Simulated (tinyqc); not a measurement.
Capacitance measurement on a leaky thin oxide: effects of series resistance and leakage: one step of the calculation.

The device is a capacitance C in parallel with a leakage conductance G, in series with Rs and Ls. An impedance meter reports either a parallel pair (Cp, Gp) from Y = 1/Z = Gp + i w Cp or a series pair (Cs, Rm) from Z = Rm + 1/(i w Cs); w = 2 pi f, dissipation D = Gp/(w |Cp|).

Question. What the meter reports. Z = Rs + i w Ls + 1/(G + i w C).

Parameters, values chosen for the exercise; values of the order met in thin-oxide MOS capacitors:
```
symbol  value  unit              meaning
Rs        360   ohm    series resistance
Ls          0    nH    series inductance
f       10000    Hz  measuring frequency
```

C = 191.96620 pF
G = 138.88889 uS

Give: Z; Cp; Gp; Cs; D.

Answer.

Z = (7.506-0.621i) x 1e3 ohm
Cp = 174.1 pF
Gp = 132.3 uS
Cs = 2.565e4 pF
D = 12.10

Cp is 9.3 % below C and Cs is 134 times it; G Rs = 0.0500, w C Rs = 0.00434 and G/(w C) = 11.5.

Numbers from tinyqc (`OMP_NUM_THREADS=1 python tinyqc.py 2022025 2022026 out.jsonl`; about 0.01 s on one thread of a shared Intel Xeon 2.30GHz).
